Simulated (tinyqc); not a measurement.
Worked calculation: cluster expansion of a binary alloy: correlations, fit, cross-validation and ground states. Computed by tinyqc, a small Python program that keeps every step. Command: `OMP_NUM_THREADS=1 python tinyqc.py 3019590 3019591 out.jsonl clex walk`. One thread of a shared host (Intel(R) Xeon(R) Processor @ 2.30GHz), about 0.2 s of CPU time with the checks. Intermediate numbers are printed to about 7 digits and carried at full precision; extremes and crossings named in words are read from the listed rows.

s = +1 for A and -1 for B. Energy per site E = J0 + J1 P(point) + sum over clusters of m V P, with P the mean product of spins; V > 0 on a pair favours unlike neighbours. Clusters per site m: pair 1 6, pair 2 3, pair 3 12, triplet 8; the triplet is the triangle of first neighbours. Formation energies are counted from the line between pure A and pure B, which removes J0 and J1.

Inputs (values chosen for the exercise, for a model alloy):
```
quantity                    value      unit
first-pair interaction V1      12       meV
second-pair interaction V2     -4       meV
third-pair interaction V3    0.65       meV
triplet interaction Vt          2       meV
noise amplitude               1.6  meV/site
temperature T                 580         K
fraction x of B              0.18         -
```

Lattice: fcc.

Constants: k_B = 8.617333262e-05 eV/K.

## Design matrix

correlations P, counted on periodic cells:
```
                       point     pair 1     pair 2     pair 3    triplet
A                   1.000000   1.000000   1.000000   1.000000   1.000000
A3B L1_2            0.500000   0.000000   1.000000   0.000000  -0.500000
A3B D0_22           0.500000   0.000000   0.666667   0.333333  -0.500000
A3B (001) layers    0.500000   0.333333   0.666667   0.000000   0.500000
A2B (001) layers    0.333333   0.111111   0.555556  -0.333333   0.333333
AB L1_0             0.000000  -0.333333   1.000000  -0.333333   0.000000
AB L1_1             0.000000   0.000000  -1.000000   0.000000   0.000000
A2B2 (001) layers   0.000000   0.333333   0.333333  -0.333333   0.000000
AB2 (001) layers   -0.333333   0.111111   0.555556  -0.333333  -0.333333
AB3 L1_2           -0.500000   0.000000   1.000000   0.000000   0.500000
AB3 D0_22          -0.500000   0.000000   0.666667   0.333333   0.500000
AB3 (001) layers   -0.500000   0.333333   0.666667   0.000000  -0.500000
B                  -1.000000   1.000000   1.000000   1.000000  -1.000000
```

Design matrix of formation energies: m (P - 1) for pairs and m (P(triplet) - P(point)) for the triplet; x = (1 - P(point))/2.

X:
```
                     pair 1    pair 2     pair 3   triplet
A                   0.00000   0.00000    0.00000   0.00000
A3B L1_2           -6.00000   0.00000  -12.00000  -8.00000
A3B D0_22          -6.00000  -1.00000   -8.00000  -8.00000
A3B (001) layers   -4.00000  -1.00000  -12.00000   0.00000
A2B (001) layers   -5.33333  -1.33333  -16.00000   0.00000
AB L1_0            -8.00000   0.00000  -16.00000   0.00000
AB L1_1            -6.00000  -6.00000  -12.00000   0.00000
A2B2 (001) layers  -4.00000  -2.00000  -16.00000   0.00000
AB2 (001) layers   -5.33333  -1.33333  -16.00000   0.00000
AB3 L1_2           -6.00000   0.00000  -12.00000   8.00000
AB3 D0_22          -6.00000  -1.00000   -8.00000   8.00000
AB3 (001) layers   -4.00000  -1.00000  -12.00000   0.00000
B                   0.00000   0.00000    0.00000   0.00000
```

## Formation energies

standard normal numbers for the noise (0 for the pure ends): A 0.000, A3B L1_2 0.084, A3B D0_22 0.992, A3B (001) layers -0.838, A2B (001) layers 2.068, AB L1_0 -0.051, AB L1_1 0.201, A2B2 (001) layers 0.472, AB2 (001) layers -1.864, AB3 L1_2 0.024, AB3 D0_22 0.420, AB3 (001) layers -0.015, B 0.000

Exact: X V with V = (V1, V2, V3, Vt). The data to fit add the noise amplitude times the normal numbers, standing for what the clusters leave out.

exact energies (meV/site): A 0.0000, A3B L1_2 -95.8000, A3B D0_22 -89.2000, A3B (001) layers -51.8000, A2B (001) layers -69.0667, AB L1_0 -106.4000, AB L1_1 -55.8000, A2B2 (001) layers -50.4000, AB2 (001) layers -69.0667, AB3 L1_2 -63.8000, AB3 D0_22 -57.2000, AB3 (001) layers -51.8000, B 0.0000

data (meV/site): A 0.0000, A3B L1_2 -95.6656, A3B D0_22 -87.6128, A3B (001) layers -53.1408, A2B (001) layers -65.7579, AB L1_0 -106.4816, AB L1_1 -55.4784, A2B2 (001) layers -49.6448, AB2 (001) layers -72.0491, AB3 L1_2 -63.7616, AB3 D0_22 -56.5280, AB3 (001) layers -51.8240, B 0.0000

## Normal equations for V1, V2, Vt

Leave out pair 3: A = X^T X and b = X^T E (E being the data with noise) over these three columns; solve A V = b. The root-mean-square error runs over the structures between the pure ends.

matrix A:
```
          V1       V2        Vt
V1  348.8889  78.2222    0.0000
V2   78.2222  47.5556    0.0000
Vt    0.0000   0.0000  256.0000
```

b (meV): 4359.540  865.008  503.910

fitted V1, V2, Vt (meV): 13.33514  -3.74502  1.96840

root-mean-square error of the three-cluster fit = 3.118491 meV/site

The fit misses V1 by +1.34, V2 by +0.25 and Vt by -0.03 meV; the omitted V3 = 0.65 meV and the noise shift the fitted values.

## Which clusters to keep

For each set, H = X (X^T X)^-1 X^T over the structures between the ends; residual e = E - H E; leave-one-out error e_i/(1 - H_ii); both as root mean squares.

Fits:
```
clusters     fit error (meV/site)  leave-one-out error (meV/site)  largest H_ii
V1                       11.75460                        13.13199     0.1834395
V1 V2                     9.99487                        12.04158     0.8249873
V1 V3                    11.65897                        14.18149     0.3483902
V1 V2 Vt                  3.11849                         5.25184     0.8249873
V1 Vt                     6.92807                         8.17274     0.3531847
V1 V2 V3                  9.60849                        12.34854     0.8960469
V1 V3 Vt                  6.76455                         8.19713     0.5158578
V1 V2 V3 Vt               1.46650                         2.15253     0.8960469
```

leave-one-out error without pair 3 = 5.251842 meV/site

leave-one-out error with all four = 2.152532 meV/site

The fit error can only fall as clusters are added, to 1.47 meV with all four. The leave-one-out error is least for V1 V2 V3 Vt (2.15 meV): dropping V2, V3 or Vt makes prediction worse at this noise.

## Ground states by the convex hull

Height above the hull = E less the lowest straight line between two structures that bracket x (or the lowest structure at the same x). The three-term fit is X V with the fitted values.

Hull among these structures (meV/site):
```
structure                 x    exact E  above hull   fitted E  above hull, fit
A                  0.000000     0.0000     0.00000     0.0000          0.00000
A3B L1_2           0.250000   -95.8000     0.00000   -95.7581          0.00000
A3B D0_22          0.250000   -89.2000     6.60000   -92.0130          3.74502
A3B (001) layers   0.250000   -51.8000    44.00000   -49.5956         46.16251
A2B (001) layers   0.333333   -69.0667    30.26667   -66.1274         33.27168
AB L1_0            0.500000  -106.4000     0.00000  -106.6812          0.00000
AB L1_1            0.500000   -55.8000    50.60000   -57.5408         49.14040
A2B2 (001) layers  0.500000   -50.4000    56.00000   -45.8505         60.83061
AB2 (001) layers   0.666667   -69.0667     8.93333   -66.1274         12.27542
AB3 L1_2           0.750000   -63.8000     0.00000   -64.2637          0.00000
AB3 D0_22          0.750000   -57.2000     6.60000   -60.5186          3.74502
AB3 (001) layers   0.750000   -51.8000    12.00000   -49.5956         14.66811
B                  1.000000     0.0000     0.00000     0.0000          0.00000
```

lowest exact formation energy = -106.4 meV/site

On the exact hull: A, A3B L1_2, AB L1_0, AB3 L1_2, B. The fit finds the same set. A structure at zero height may lie on a tie line without being a vertex, and structures outside this list could lie lower.

## The random alloy and its short-range order

Random alloy: P(pair) = p^2, P(triplet) = p^3, p = 1 - 2x, so H_mix = (p^2 - 1) sum m V(pairs) + (p^3 - p) m Vt; G_mix = H_mix + k_B T [x ln x + (1 - x) ln(1 - x)]. To first order in 1/T the Warren-Cowley parameter of shell 1 is alpha_1 = -(1 - p^2) V_eff/(k_B T), V_eff = V1 + (number of triplets on a first-neighbour bond) p Vt, that number being 4.

mixing enthalpy H_mix = -46.07482 meV/site

mixing free energy G_mix = -69.63531 meV/site

alpha_1 = -0.2022317

alpha_1 < 0: unlike neighbours are preferred. Caution: so large an alpha_1 is beyond the first-order expansion.

Checks made by the program: leave-one-out formula against refits (relative difference below 1e-10).
